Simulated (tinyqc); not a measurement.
What moves the results: six-band hole subbands of a thin body in a field. A value that a table varies takes the place of the one given here.

Basis X, Y, Z times spin, hole energies counted downwards from the unstrained edge (the hydrostatic shift is left out), c = hbar^2/2m0. For a symmetric tensor T let C(T) have C_XX = L Txx + M (Tyy + Tzz), C_XY = N Txy (cyclic), L = c (g1 + 4 g2), M = c (g1 - 2 g2), N = 6 c g3. k = q + kz n, n the unit normal, q = k1 u + k2 v with u along the channel [1-10] and v = n x u. H = C(k k^T) + (Dso/3)(1 - L.sigma) - B + e F z with (L_k)_ij = -i epsilon_kij; B is the block C built from the traceless strain with 2b, -b and sqrt(3) d in place of L, M, N. Strain: exx = eyy = (s11 + s12) sx/2, ezz = s12 sx, exy = -s44 sx/4. Hard walls at z = 0 and t; basis sin(j pi z/t), j = 1 to Nz: kz^2 = (j pi/t)^2, kz = -i D with D_jl = 4 j l/(t (j^2 - l^2)), z_jj = t/2 and z_jl = -8 t j l/(pi (j^2 - l^2))^2 for j + l odd; 1 MV/cm = 0.01 eV/angstrom.

Nz = 14. E1 is the top subband at q = 0, gap the distance to the next pair, and the masses are c q^2/(E(q) - E1) at |q| = 0.02 1/angstrom (mean of the spin pair) along the channel [1-10] and across it in the plane; a dash marks a band that does not rise.

Constants: hbar^2/2m0 = 3.80998211 eV angstrom^2.

Parameters, chosen for this exercise (near those of a p-type Si channel; the results hold for these values, not for the real material):
- g1 = 4.28 (Luttinger gamma1)
- g2 = 0.34 (gamma2)
- g3 = 1.45 (gamma3)
- Dso = 0.045 eV (spin-orbit splitting)
- b = -2.08 eV (tetragonal potential)
- d = -4.74 eV (trigonal potential)
- S = (7.59, -2.1, 12.69) 1/TPa (compliances s11, s12, s44)
- face = 110 (surface)
- t = 85 angstrom (body thickness)
- F = 0.2 MV/cm (field across the body)
- sx = -2 GPa (stress along the channel [1-10], negative in compression)

## Stress along the channel

Each row has its own sx.

Results:

| sx (GPa) | E1 (meV) | gap (meV) | m channel | m across |
|---|---|---|---|---|
| -3.0 | -57.2 | 28.2 | 0.113 | 0.278 |
| -2.0 | -21.3 | 28.2 | 0.114 | 0.278 |
| -1.0 | 14.3 | 28.1 | 0.115 | 0.279 |
| -0.5 | 31.9 | 28.0 | 0.116 | 0.279 |
| 0.0 | 49.3 | 27.5 | 0.118 | 0.281 |
| 0.5 | 65.6 | 21.7 | 0.127 | 0.286 |
| 1.0 | 73.7 | 15.0 | 0.220 | 0.292 |

What can be read from the table?

Under 2 GPa of compression the channel mass goes from 0.118 to 0.114 m0, the mass across from 0.281 to 0.278; the gap to the next subband is 28, 28 and 15 meV at -2, 0 and +1 GPa. The lightest channel mass of the table, 0.113 m0, is at -3.0 GPa. Compression changes the channel mass little here, since confinement on this face has already singled out the orbital that the stress favours.

## Surface orientation and number of bands

Three faces, six bands; and four bands, with Dso set to 1000 eV.

Results:

| case | E1 (meV) | gap (meV) | m channel | m across |
|---|---|---|---|---|
| (001) 6 bands | 28.4 | 74.2 | 0.143 | 2.659 |
| (001) 4 bands | 55.0 | 74.5 | 0.180 | 0.572 |
| (110) 6 bands | -21.3 | 28.2 | 0.114 | 0.278 |
| (110) 4 bands | 37.6 | 53.3 | 0.149 | 0.299 |
| (111) 6 bands | 4.5 | 48.5 | 0.128 | 1.143 |
| (111) 4 bands | 37.9 | 49.4 | 0.163 | 0.246 |

What does this show, and why?

With six bands the top subband is shallowest on (110) (-21.3 meV) and deepest on (001). Without the stress E1 would be 89.0, 49.3 and 64.5 meV, so the stress moves it by -60.6, -70.6 and -60.1 meV. The lightest channel mass is on (110) (0.114 m0). Dropping the split-off band moves E1 by 26.6, 58.9 and 33.5 meV and the gap by 0.3, 25.2 and 0.8 meV on the three faces, with Dso = 45 meV.

## What each parameter does

Six bands. Each row changes one parameter from the base and keeps the others.

Results:

| case | E1 (meV) | gap (meV) | m channel (m0) | m across (m0) |
|---|---|---|---|---|
| base | -21.3 | 28.2 | 0.114 | 0.278 |
| t = 75 angstrom | -21.3 | 28.2 | 0.114 | 0.278 |
| F = 0.5 MV/cm | 10.7 | 51.7 | 0.114 | 0.278 |
| sx = -2.5 GPa | -39.2 | 28.2 | 0.114 | 0.278 |
| g3 = 1.35 | -11.1 | 36.2 | 0.118 | 0.278 |
| g2 = 0.39 | -19.2 | 29.8 | 0.114 | 0.286 |
| Dso = 0.068 eV | -15.6 | 28.4 | 0.115 | 0.279 |
| d = -3.79 eV | -11.0 | 28.2 | 0.114 | 0.278 |

What does this show?

The largest shifts from the base row, up to three for each result and ties (the steps differ in size, so this ranks the rows, not the parameters). E1 (meV): F +32.0, sx -17.9, d +10.3; unchanged at the printed digits by t. gap (meV): F +23.5, g3 +8.0, g2 +1.7; unchanged at the printed digits by t, sx and d. m channel (m0): g3 +0.004, Dso +0.001; unchanged at the printed digits by t, F, sx, g2 and d. m across (m0): g2 +0.008, Dso +0.001; unchanged at the printed digits by t, F, sx, g3 and d.

Computed by tinyqc, a small Python program: `OMP_NUM_THREADS=1 python tinyqc.py 1251992 1251993 out.jsonl` (the numbers bound the seed that draws the inputs); one thread of a shared host (Intel(R) Xeon(R) Processor @ 2.30GHz), about 0.4 s for the whole set of steps.
